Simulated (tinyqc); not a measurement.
Which clusters to keep: cluster expansion of a binary alloy: correlations, fit, cross-validation and ground states. Computed by tinyqc, a small Python program. Command: `OMP_NUM_THREADS=1 python tinyqc.py 3023369 3023370 out.jsonl clex walk`. One thread of a shared host (Intel(R) Xeon(R) Processor @ 2.30GHz), about 0.2 s of CPU time with the checks.

s = +1 for A and -1 for B. Energy per site E = J0 + J1 P(point) + sum over clusters of m V P, with P the mean product of spins; V > 0 on a pair favours unlike neighbours. Clusters per site m: pair 1 6, pair 2 3, pair 3 12, triplet 8; the triplet is the triangle of first neighbours. Formation energies are counted from the line between pure A and pure B, which removes J0 and J1.

Inputs (values chosen for the exercise, for a model alloy):
```
quantity,value,unit
first-pair interaction V1,-20,meV
second-pair interaction V2,-3,meV
third-pair interaction V3,-2.2,meV
triplet interaction Vt,-3.7,meV
noise amplitude,1.9,meV/site
```

Lattice: fcc.

Method:
- Design matrix of formation energies: m (P - 1) for pairs and m (P(triplet) - P(point)) for the triplet; x = (1 - P(point))/2.
- Exact: X V with V = (V1, V2, V3, Vt). The data to fit add the noise amplitude times the normal numbers, standing for what the clusters leave out.
- For each set, H = X (X^T X)^-1 X^T over the structures between the ends; residual e = E - H E; leave-one-out error e_i/(1 - H_ii); both as root mean squares.

correlations P, counted on periodic cells:
```
,point,pair 1,pair 2,pair 3,triplet
A,1.00000,1.00000,1.00000,1.00000,1.00000
A3B L1_2,0.50000,0.00000,1.00000,0.00000,-0.50000
A3B D0_22,0.50000,0.00000,0.66667,0.33333,-0.50000
A3B (001) layers,0.50000,0.33333,0.66667,0.00000,0.50000
A2B (001) layers,0.33333,0.11111,0.55556,-0.33333,0.33333
AB L1_0,0.00000,-0.33333,1.00000,-0.33333,0.00000
AB L1_1,0.00000,0.00000,-1.00000,0.00000,0.00000
A2B2 (001) layers,0.00000,0.33333,0.33333,-0.33333,0.00000
AB2 (001) layers,-0.33333,0.11111,0.55556,-0.33333,-0.33333
AB3 L1_2,-0.50000,0.00000,1.00000,0.00000,0.50000
AB3 D0_22,-0.50000,0.00000,0.66667,0.33333,0.50000
AB3 (001) layers,-0.50000,0.33333,0.66667,0.00000,-0.50000
B,-1.00000,1.00000,1.00000,1.00000,-1.00000
```

standard normal numbers for the noise (0 for the pure ends): A 0.000, A3B L1_2 1.195, A3B D0_22 0.768, A3B (001) layers -0.099, A2B (001) layers -0.191, AB L1_0 -1.956, AB L1_1 -0.733, A2B2 (001) layers 0.925, AB2 (001) layers -0.639, AB3 L1_2 -0.780, AB3 D0_22 -0.741, AB3 (001) layers -0.829, B 0.000

X:
```
,pair 1,pair 2,pair 3,triplet
A,0.0000,0.0000,0.0000,0.0000
A3B L1_2,-6.0000,0.0000,-12.0000,-8.0000
A3B D0_22,-6.0000,-1.0000,-8.0000,-8.0000
A3B (001) layers,-4.0000,-1.0000,-12.0000,0.0000
A2B (001) layers,-5.3333,-1.3333,-16.0000,0.0000
AB L1_0,-8.0000,0.0000,-16.0000,0.0000
AB L1_1,-6.0000,-6.0000,-12.0000,0.0000
A2B2 (001) layers,-4.0000,-2.0000,-16.0000,0.0000
AB2 (001) layers,-5.3333,-1.3333,-16.0000,0.0000
AB3 L1_2,-6.0000,0.0000,-12.0000,8.0000
AB3 D0_22,-6.0000,-1.0000,-8.0000,8.0000
AB3 (001) layers,-4.0000,-1.0000,-12.0000,0.0000
B,0.0000,0.0000,0.0000,0.0000
```

data (meV/site): A 0.000, A3B L1_2 178.270, A3B D0_22 171.659, A3B (001) layers 109.212, A2B (001) layers 145.504, AB L1_0 191.484, AB L1_1 163.007, A2B2 (001) layers 122.957, AB2 (001) layers 144.653, AB3 L1_2 115.318, AB3 D0_22 109.592, AB3 (001) layers 107.825, B 0.000

Fits:
```
clusters,fit error (meV/site),leave-one-out error (meV/site),largest H_ii
V1,21.816,24.225,0.18344
V1 V2,20.771,27.672,0.82499
V1 V3,19.508,24.262,0.34839
V1 V2 Vt,8.730,17.661,0.82499
V1 Vt,10.988,13.462,0.35318
V1 V2 V3,18.891,24.301,0.89605
V1 V3 Vt,5.033,6.101,0.51586
V1 V2 V3 Vt,1.288,2.707,0.89605
```

leave-one-out error without pair 3 = 17.661 meV/site

leave-one-out error with all four = 2.7069 meV/site

What does the comparison show, and why?

The fit error can only fall as clusters are added, to 1.29 meV with all four. The leave-one-out error is least for V1 V2 V3 Vt (2.71 meV): dropping V2, V3 or Vt makes prediction worse at this noise.

Extremes, crossings and ranges named in words are read from the listed rows.
